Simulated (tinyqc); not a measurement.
Landau levels of massive Dirac electrons in two valleys: one step. The lowest levels.

H = hv (tau kx sx + ky sy) + (D/2) sz. Conduction levels E_N = sqrt(D^2/4 + 2N hv^2/l^2) - D/2 from the band edge; N = 1, 2, ... occur in both valleys, N = 0 in one valley only (its partner in the other valley lies at the valence edge). Each state is twofold in spin; spin splittings are left out, although in real dichalcogenides the spin-orbit splitting exceeds the level spacing and changes the filling sequence.

In a field B along z: l = 1/sqrt((e/hbar) B) is the magnetic length, n_B = B/(h/e) the number of states per area in one level, hbar wc = 2 muB B/m for mass m in m0; 1/angstrom^2 = 1e16/cm^2.

Constants: e/hbar = 1.519267448e-05 1/(T angstrom^2); h/e = 413566.7697 T angstrom^2; muB = 5.788381798e-05 eV/T.

Parameters, chosen for this exercise (out of a larger set: near those of a MoS2 monolayer; not measured data):
```
symbol  value  unit         meaning
hv      3.76   eV angstrom  hbar v
D       1.69   eV           gap
B       2.5    T            magnetic field
```

Question. List the eight lowest, in meV, with the gap to the next.

Give: a table of label, E (meV), gap above (meV).

Answer.

Levels:
```
label  E (meV)  gap above (meV)
0        0.000            0.635
1        0.635            0.635
2        1.270            0.634
3        1.904            0.634
4        2.538            0.633
5        3.171            0.633
6        3.804            0.632
7        4.437            0.632
```

The largest of these gaps, 0.64 meV, first occurs above level 0 and is kB T at 7 K.

(tinyqc, `OMP_NUM_THREADS=1 python tinyqc.py 1252297 1252298 out.jsonl`, Intel(R) Xeon(R) Processor @ 2.30GHz, 1 thread, shared host, about 0.01 s.)
